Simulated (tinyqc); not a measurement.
Interface traps by the conductance method, one level: one step of the calculation.

MOS capacitor on an n-type substrate; psi is the band bending, negative in depletion; only majority carriers are counted. The traps exchange electrons with the conduction band; their admittance lies in parallel with Cd, and that pair in series with Cox and Rs. w = 2 pi f.

Question. Extraction from the readings. Ignoring Rs: Gp/w = w Cox^2 Gm/[Gm^2 + w^2 (Cox - Cm)^2].

Cox = 1726.5666 nF/cm^2
Cm = 346.08631 nF/cm^2
Gm/w = 68.265238 nF/cm^2

Give: extracted Gp/w.

Answer.

extracted Gp/w = 106.5 nF/cm^2

The uncorrected series resistance makes this within 0.01 % of the true Gp/w.

Program tinyqc, `OMP_NUM_THREADS=1 python tinyqc.py 2030146 2030147 out.jsonl`; Intel Xeon 2.30GHz, shared host, one thread, about 0.01 s.
